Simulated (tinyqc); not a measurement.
Gap and mass from two generation rates.

Question. In the two-band model the band-to-band tunnelling rate in a uniform field is G = A F^2 exp(-B/F), with B = pi sqrt(m/C) Eg^1.5/4 (V/nm), A = 1e21 (2 q/h) m Eg/(16 pi C B) for G in cm^-3 s^-1 and F in V/nm, C = hbar^2/(2 m0). Find B, A, Eg and m.

Constants: q = 1.602176634e-19 C, hbar = 1.054571817e-34 J s, h = 6.62607015e-34 J s, m0 = 9.1093837015e-31 kg, hbar^2/(2 m0) = 0.0380998212 eV nm^2. Results are converted to the units shown.

G at F = 0.036 and 0.063 V/nm (cm^-3 s^-1): 2.6085069e24  1.0111105e28

Solution. The slope of ln(G/F^2) against 1/F is -B and the intercept gives A. The product A B fixes m Eg, and B = (pi/4) Eg sqrt(m Eg/C) then gives Eg.

B = 0.600 V/nm
A = 3.49e34 cm^-3 s^-1 (V/nm)^-2
Eg = 0.518 eV
m = 0.160 m0

Numbers from tinyqc (`OMP_NUM_THREADS=1 python tinyqc.py 2620095 2620096 out.jsonl`; about 0.01 s on one thread of a shared Intel Xeon 2.30GHz).
